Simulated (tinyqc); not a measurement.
Arrhenius plot: admittance spectroscopy and thermally stimulated current of one trap level in a depletion layer. Computed by tinyqc, a small Python program. Command: `OMP_NUM_THREADS=1 python tinyqc.py 3110202 3110203 out.jsonl admit walk`. One thread of a shared host (Intel(R) Xeon(R) Processor @ 2.30GHz), about 0.01 s of CPU time with the checks.

A Schottky junction on n-type material holds one donor-like electron trap; shallow donors are fully ionised and abrupt depletion edges are assumed.

Inputs (values chosen for the exercise, modelled on n-type beta-Ga2O3):
```
quantity                         value    unit
density-of-states mass m         0.275     m_0
shallow doping N               4.5e+15  1/cm^3
trap depth E_t below the band    0.518      eV
capture cross section sigma    3.7e-16    cm^2
test frequency f                  1000      Hz
```

Constants: k_B = 1.380649e-23 J/K; m_0 = 9.1093837015e-31 kg; h = 6.62607015e-34 J s; k_B = 8.617333262e-05 eV/K.

Method:
- N_c = 2 (2 pi m k_B T/h^2)^(3/2), v_th = sqrt(3 k_B T/m), emission rate e_n = sigma v_th N_c exp(-E_t/(k_B T)).
- Where the level crosses the Fermi level capture equals emission, so the trap follows the signal with the rate 2 e_n; G/omega peaks at omega = 2 e_n (the correction for large N_t/N is left out).
- Solve 2 e_n(T_p) = 2 pi f.
- T_p for 0.1, 0.3, 1, 3 and 10 f; least-squares lines of ln(e_n/T^2) and of ln(e_n) against 1/(k_B T), e_n = pi f; sigma = exp(intercept)/(v_th N_c/T^2).

peak temperature T_p = 365.211 K

Peaks:
```
f (Hz)  T_p (K)  1/(k_B T) (1/eV)  ln(e_n/T^2)  ln(e_n)
100      324.48            35.763      -5.8145    5.750
300      342.78            33.854      -4.8257    6.849
1000     365.21            31.775      -3.7485    8.052
3000     388.24            29.890      -2.7721    9.151
10000    416.83            27.840      -1.7103   10.355
```

depth from e_n/T^2 = 0.518 eV

cross section from the intercept = 3.70e-16 cm^2

depth without the T^2 = 0.58115 eV

Leaving out T^2 adds 63 meV, near 2 k_B T_p = 63 meV.

Extremes, crossings and ranges named in words are read from the listed rows.
